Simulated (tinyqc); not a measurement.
Radius, Mott density and mass from the binding energy.

Question. A donor has the isolated binding energy E0 = cc Ry, Ry = (m0 q^3/(8 eps0^2 h^2)) me/eps_r^2 in eV, radius a = q/(8 pi eps0 eps_r E0) and Mott density (0.26/a)^3. Find a, the Mott density and me.

Values chosen for this exercise:
```
symbol  value  unit                                                 meaning
eps_r    9.55                                         relative permittivity
cc        1.8        ratio of the true binding energy to the hydrogenic one
```

Constants: q = 1.602176634e-19 C, eps0 = 8.8541878128e-12 F/m, h = 6.62607015e-34 J s, m0 = 9.1093837015e-31 kg. Results are converted to the units shown.

E0 = 100.16022 meV

Solution. Each follows directly from E0.

a = 0.753 nm
Mott density = 4.12e19 cm^-3
me = 0.373 m0

Numbers from tinyqc (`OMP_NUM_THREADS=1 python tinyqc.py 2330103 2330104 out.jsonl`; about 0.02 s on one thread of a shared Intel Xeon 2.30GHz).
